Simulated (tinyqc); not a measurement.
Localisation in a chain with random site energies (transfer matrices): one step. Weak-disorder lengths. Four cases, with inputs chosen for the exercise.

Problem. Form ka, xi, xi a and the mean free path xi a/2.

Hopping -t; leads with site energy 0, E = -2t cos(ka). psi_(j+1) = ((e_j - E)/t) psi_j - psi_(j-1), a product of matrices M_j = [[(e_j - E)/t, -1], [1, 0]]. For M = M_N ... M_1 the transmission is T = 4 sin^2(ka)/|M21 - M12 + M22 exp(ika) - M11 exp(-ika)|^2. Long samples draw e_j = W (x_j/2147483647 - 1/2) from x_j = 16807 x_(j-1) mod 2147483647, starting at x0. The localisation length xi, in sites, is defined by ln T = -2N/xi on average; weak disorder gives xi = 24 (4t^2 - E^2)/W^2, and the mean free path for backscattering is xi/2.

Give: ka; xi; lengths.

Case 1.

Values chosen: t = 0.55 eV (hopping); E = -0.69 eV (energy); W = 1.08 eV (full width of the disorder); a = 3.8 angstrom (spacing).

Solution.

ka = 0.8927 rad
xi = 15.10 sites

lengths (nm): localisation 5.738, mean free path 2.869

The formula needs xi well above one site.

Case 2.

Values chosen: t = 1.09 eV (hopping); E = -0.64 eV (energy); W = 1.78 eV (full width of the disorder); a = 2.8 angstrom (spacing).

Solution.

ka = 1.2728 rad
xi = 32.90 sites

lengths (nm): localisation 9.211, mean free path 4.605

The formula needs xi well above one site.

Case 3.

Values chosen: t = 1.36 eV (hopping); E = -1.95 eV (energy); W = 2.71 eV (full width of the disorder); a = 4.2 angstrom (spacing).

Solution.

ka = 0.7714 rad
xi = 11.75 sites

lengths (nm): localisation 4.935, mean free path 2.468

The formula needs xi well above one site.

Case 4.

Values chosen: t = 0.64 eV (hopping); E = -1.02 eV (energy); W = 1.72 eV (full width of the disorder); a = 4.8 angstrom (spacing).

Solution.

ka = 0.6487 rad
xi = 4.85 sites

lengths (nm): localisation 2.329, mean free path 1.164

The formula needs xi well above one site; at 4.9 it is only a guide.

Computed by tinyqc, one run a case: `OMP_NUM_THREADS=1 python tinyqc.py N N+1 out.jsonl` with N = 1450860, 1450921, 1451067, 1452003; one thread of a shared Intel(R) Xeon(R) Processor @ 2.30GHz, about 0.1 s a run at most.
